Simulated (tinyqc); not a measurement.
# Two-junction solar cell, detailed-balance limit, step by step

Numbers from tinyqc (`OMP_NUM_THREADS=1 python tinyqc.py 2820105 2820106 out.jsonl`; about 0.01 s on one thread of a shared Intel Xeon 2.30GHz). Printed values are rounded.

The top cell takes all photons above E1, the bottom cell those between E2 and E1. Each cell follows J = Jsc - J0 (exp(V/Vt) - 1) with J0 = q ge Phi(gap, T)/ERE; light emitted by one cell and absorbed by the other is left out. In series both carry one current; wired apart (four terminals) each works at its own maximum power point. Efficiencies are counted against Pin = fs X sigma Ts^4.

Values chosen for this exercise:
```
symbol,value,unit,meaning
T,320,K,cell temperature
Ts,7000,K,temperature of the black-body sun
fs,2.16e-5,,share of the hemisphere filled by the sun
X,1,,concentration
ERE,0.1,,external radiative efficiency
ge,1,,number of faces that emit
E2,0.85,eV,gap of the bottom cell
E1,1.81,eV,gap of the top cell
```

Constants: q = 1.602176634e-19 C, kB = 1.380649e-23 J/K, h = 6.62607015e-34 J s, c = 299792458 m/s, Vt = kB T/q. Results are converted to the units shown.

## Photocurrents and dark currents

Photon flux above E from a black body at temperature T into a hemisphere: Phi(E, T) = A sum_k exp(-k E/th)[E^2 th/k + 2 E th^2/k^2 + 2 th^3/k^3], k = 1, 2, ..., with th = kB T/q in eV and A = 2 pi q^3/(h^3 c^2). J1 = q fs X Phi(E1, Ts), J2 = q fs X [Phi(E2, Ts) - Phi(E1, Ts)], J01 and J02 as above; sigma = 2 pi^5 kB^4/(15 h^3 c^2).

J1 = 64.7174 mA/cm^2
J2 = 70.2055 mA/cm^2
J01 = 4.59703e-22 mA/cm^2
J02 = 1.38109e-7 mA/cm^2
Pin = 294.075 mW/cm^2

The top cell limits the series current; the other has 8.5 % more.

## The series curve

J, point 0 to 7 (mA/cm^2): 0  32.36  51.77  58.25  60.83  62.13  63.42  64.39

V1 = Vt ln((J1 - J)/J01 + 1), V2 = Vt ln((J2 - J)/J02 + 1), power J (V1 + V2).

```
point   V1 (V)    V2 (V)  power (mW/cm^2)
0      1.46981  0.552796                0
1      1.45070  0.535756          64.2817
2      1.42544  0.515923          100.504
3      1.40630  0.503981          111.274
4      1.39226  0.497277          114.941
5      1.38104  0.493161          116.444
6      1.36200  0.488362          117.350
7      1.32403  0.484108          116.426
```

Among these points the power is largest at J = 63.42 mA/cm^2.

## Maximum power, in series and apart

In series V(J) = Vt [ln((J1 - J)/J01 + 1) + ln((J2 - J)/J02 + 1)], and J V(J) is largest where V = J Vt [1/(J1 - J + J01) + 1/(J2 - J + J02)]. Apart, each cell has (1 + v) exp(v) = 1 + Jsc/J0 at its maximum power point, v = Vmp/Vt.

series Jmp = 63.6069 mA/cm^2
series Vmp = 1.84530 V
series efficiency = 39.9130 %
top cell alone = 29.3729 %
bottom cell behind it = 10.6669 %

Wired apart the cells give 40.04 %; the series connection loses 0.13 points of that.
